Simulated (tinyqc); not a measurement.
# Esaki diode in forward bias, two-band WKB: effects of single changes

Abrupt p-n junction, depletion approximation. Energies E are counted from the conduction-band edge of the neutral n side; its Fermi level lies at dn, that of the p side at dn - V, and the valence-band edge of the neutral p side at Em = dn + dp - V. Tunnelling needs 0 < E < Em. Two-band dispersion with equal masses m: inside the gap kappa = sqrt(m u (1 - u/Eg)/C), u the distance from a band edge, C = hbar^2/(2 m0).

Inputs (values chosen for the exercise); band and dielectric values close to those of In0.53Ga0.47As:
```
symbol,value,unit,meaning
T,300,K,temperature
Eg,0.733,eV,band gap
eps_r,14,,relative permittivity
Nc,2.13e17,cm^-3,conduction-band density of states at 300 K
Nv,7.81e18,cm^-3,valence-band density of states at 300 K
m,0.042,m0,band-edge mass of the two-band model
Na,9.1e19,cm^-3,acceptor density
Nd,4.3e18,cm^-3,donor density
V,0.2,V,bias of the p side
```

Constants: q = 1.602176634e-19 C, kB = 1.380649e-23 J/K, hbar = 1.054571817e-34 J s, h = 6.62607015e-34 J s, m0 = 9.1093837015e-31 kg, Vt = kB T/q, eps0 = 8.8541878128e-14 F/cm where lengths are in cm, hbar^2/(2 m0) = 0.0380998212 eV nm^2. Results are converted to the units shown.

Each table varies one quantity; the others keep the values above.

## Current against forward bias

Nd = Nc F12(dn/Vt), Na = Nv F12(dp/Vt), F12(x) = (2/sqrt(pi)) int_0^infinity sqrt(u)/(1 + exp(u - x)) du; dn = EF - Ec on the n side, dp = Ev - EF on the p side (negative outside the bands); Vbi = Eg + dn + dp. W = sqrt(2 eps0 eps_r (Vbi - V)(1/Na + 1/Nd)/q), mean field F = (Vbi - V)/W, peak field 2 F. In a uniform field F the exponent is S = pi sqrt(m/C) Eg^1.5/(4 F). Transverse energy Et = C kt^2/m raises it to S (1 + 4 Et/Eg), so T = exp(-S) exp(-Et/Eb) with Eb = Eg/(4 S). KJ = (2 q^2/h) m/(4 pi C) (times 1e14 for A/cm^2 per eV^2). J = KJ exp(-S) Eb times the integral from 0 to Em of [f(E - dn) - f(E - dn + V)] [1 - exp(-min(E, Em - E)/Eb)] dE, f(x) = 1/(1 + exp(x/Vt)), with S and Eb from the mean field; J > 0 flows from p to n.

Current against forward bias:

| V (V) | mean field (MV/cm) | S | J (A/cm^2) |
|---|---|---|---|
| 0.023 | 0.5394 | 9.595 | 20.08 |
| 0.057 | 0.5309 | 9.747 | 41.51 |
| 0.091 | 0.5224 | 9.907 | 53.89 |
| 0.125 | 0.5137 | 10.07 | 57.60 |
| 0.159 | 0.5048 | 10.25 | 53.37 |
| 0.193 | 0.4958 | 10.44 | 43.62 |
| 0.227 | 0.4866 | 10.63 | 31.49 |
| 0.261 | 0.4772 | 10.84 | 19.76 |
| 0.295 | 0.4677 | 11.06 | 10.43 |
| 0.329 | 0.4580 | 11.30 | 4.118 |
| 0.363 | 0.4480 | 11.55 | 0.7053 |

J peaks at 57.6 A/cm^2 at V = 0.125 V among the rows, 0.32 of the overlap dn + dp = 0.386 V, and falls to 0.705 A/cm^2 at 0.363 V: a negative differential resistance. The Fermi levels part as V grows, but the window Em = dn + dp - V shrinks and closes at V = 0.386 V, and S rises from 9.59 to 11.6. Excess and diffusion currents, which fill the valley of a real diode, are not in the model.

## Effect of the band gap with the mass tied to it

Same model as above.

The mass follows the gap, m = 0.042 Eg/0.733 eV, as in a two-band model with a fixed matrix element; Nc, Nv and eps_r are held.

Results:

| Eg (eV) | Vbi (V) | mean field (MV/cm) | S | J (A/cm^2) | S at fixed m |
|---|---|---|---|---|---|
| 0.37 | 0.7564 | 0.3842 | 3.432 | 3.292e4 | 4.830 |
| 0.47 | 0.8564 | 0.4173 | 5.098 | 7078 | 6.367 |
| 0.58 | 0.9664 | 0.4509 | 7.185 | 981.6 | 8.077 |
| 0.79 | 1.176 | 0.5090 | 11.81 | 11.31 | 11.38 |
| 0.89 | 1.276 | 0.5344 | 14.28 | 1.021 | 12.96 |
| 0.99 | 1.376 | 0.5587 | 16.90 | 0.07848 | 14.54 |
| 1.1 | 1.486 | 0.5842 | 19.95 | 0.003917 | 16.28 |

Estimate the missing row, Eg = 0.68 eV.

Computed row:

| Eg (eV) | Vbi (V) | mean field (MV/cm) | S | J (A/cm^2) | S at fixed m |
|---|---|---|---|---|---|
| 0.68 | 1.066 | 0.4795 | 9.289 | 130.1 | 9.644 |

With this row back in the table: S rises from 3.43 to 19.9, as Eg^(1.62), against Eg^(1.12) at fixed m; at a fixed field the powers would be 2 and 1.5, and the field grows with Vbi. |J| falls from 32900 to 0.00392 A/cm^2. Where S is below about 4, a WKB prefactor of 1 is a rough guess.

Range of the model: Parabolic densities of states, no band tails and no gap narrowing, all of which matter at such doping.

Program tinyqc, `OMP_NUM_THREADS=1 python tinyqc.py 2620036 2620037 out.jsonl`; Intel Xeon 2.30GHz, shared host, one thread, about 0.01 s.
